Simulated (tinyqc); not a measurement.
Which coupling does what: hole subbands of a hard-walled well, four-band Luttinger model.

Hole energies are counted downwards from the unstrained band edge, c = hbar^2/2m0. After the usual block transformation one block is H = [[P + Q - Zs, R - i S], [R + i S, P - Q + Zs]] in (heavy, light), with P +/- Q = c [(g1 +/- g2) k^2 + (g1 -/+ 2 g2) kz^2], R = sqrt(3) c gR k^2, S = 2 sqrt(3) c g3 k kz, kz = -i d/dz; axial approximation gR = (g2 + g3)/2. Zs = b (e_par - e_perp) is the shear part of the strain (the hydrostatic part shifts all levels alike and is left out). Basis sqrt(2/L) sin(n pi z/L), n = 1 to N, for each component: kz^2 gives (n pi/L)^2 and the heavy-light block is R delta_nm - 2 sqrt(3) c g3 k D_nm with D_nm = 4 n m/(L (n^2 - m^2)) for n + m odd, 0 otherwise. The other block has the same levels. The split-off band is left out.

Constants: hbar^2/2m0 = 3.80998211 eV angstrom^2.

Parameters, chosen for this exercise (near those of GaSb; shifted at random, so the results belong to these values and not to a real crystal): g1 = 13.32 (Luttinger gamma1); g2 = 4.71 (gamma2); g3 = 6.03 (gamma3); L = 160 angstrom (well width along [001]); Zs = 0 eV (shear strain energy); k = 0.0311 1/angstrom (wave vector in the plane).

N = 20, at the given k. Diagonal: R = S = 0. Along [100] and [110] gR is g2 and g3 instead of their mean.

Cases:
```
model
diagonal
R alone
S alone
axial
[100]
[110]
```

Rank the cases by E1, lowest first.

Answer: [110], axial, [100], S alone, R alone, diagonal.

Hole energies (meV):
```
model        E1     E2      E3      E4
diagonal  65.13  72.17   89.36  118.00
R alone   34.19  76.18  103.11  112.65
S alone   26.16  35.19   68.23   71.24
axial     14.11  28.64   56.75   81.55
[100]     16.66  30.11   58.19   80.68
[110]     11.35  27.02   55.32   82.21
```

The couplings move E1 by -51.02 meV: R alone by -30.94, S alone by -38.97, so S matters more at k L/pi = 1.58 (R grows as k^2 and joins equal n, S as k and joins n of opposite parity). Warping spreads E1 by 5.31 meV between [100] and [110], the hole being heavier along [110]; the axial value lies between them.

Computed by tinyqc, a small Python program: `OMP_NUM_THREADS=1 python tinyqc.py 1280170 1280171 out.jsonl` (the numbers bound the seed that draws the inputs); one thread of a shared host (Intel(R) Xeon(R) Processor @ 2.30GHz), about 0.1 s for the whole set of steps.
